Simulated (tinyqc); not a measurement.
Capacitances against the distance to each plane.

Endless row of lines of width wl, height tl and space sl between grounded planes at distance hd; e2 fills the gaps beside the lines, e1 the rest. Laplace's equation is solved on meshes of 3, 6 and 12 steps per unit u and extrapolated (Aitken), which is good to about 0.2 %. C_even (all lines at 1 V) is the capacitance Cg to the planes; C_odd (neighbours in antiphase) = Cg + 4 Cc if only nearest neighbours couple, which defines Cc; total with quiet neighbours Cg + 2 Cc. Plate values 2 eps0 e1 wl/hd and eps0 e2 tl/sl.

Values chosen for this exercise: relative permittivity above and below the lines e1 = 2.7; relative permittivity between the lines e2 = 1; line width, in units u wl = 6 u; line height tl = 10 u; space between lines sl = 4 u.

Constants: eps0 = 8.8541878128e-12 F/m. Results are converted to the units shown.

The same in every row: plate Cc (aF/um) = 22.1.

Capacitances against the distance to each plane:
columns A: hd (u); B: Cg (aF/um); C: Cc (aF/um); D: Cg + 2 Cc (aF/um); E: C_odd (aF/um); F: plate Cg (aF/um); G: share of coupling, 2 Cc/(Cg + 2 Cc) (%)
```
A      B     C    D    E     F     G
2    199  20.6  241  282   143  17.1
3    140  24.5  189  238  95.6  25.9
4    108  27.9  164  220  71.7  34.0
5   88.1  30.7  149  211  57.4  41.0
6   74.4  33.0  140  206  47.8  47.0
8   56.8  36.6  130  203  35.9  56.3
10  45.9  39.0  124  202  28.7  63.0
```

As hd goes from 2 to 10, Cg falls from 199 to 45.9 aF/um, Cc rises from 20.6 to 39.0 aF/um and the share of coupling rises from 17.1 to 63.0 %. Cg is 1.39 times its plate value in the first row and 1.60 times in the last; for Cc the ratios are 0.932 and 1.76. Neighbours in antiphase raise the load by a factor of 1.17 and 1.63 over quiet ones. For hd = 10 the planes are farther than 0.8 of the pitch, so second neighbours couple too and Cg + 2 Cc understates the quiet load by a per cent or more.

tinyqc, about 0.7 s, one thread, Intel Xeon 2.30GHz (shared host): `OMP_NUM_THREADS=1 python tinyqc.py 2790151 2790152 out.jsonl`
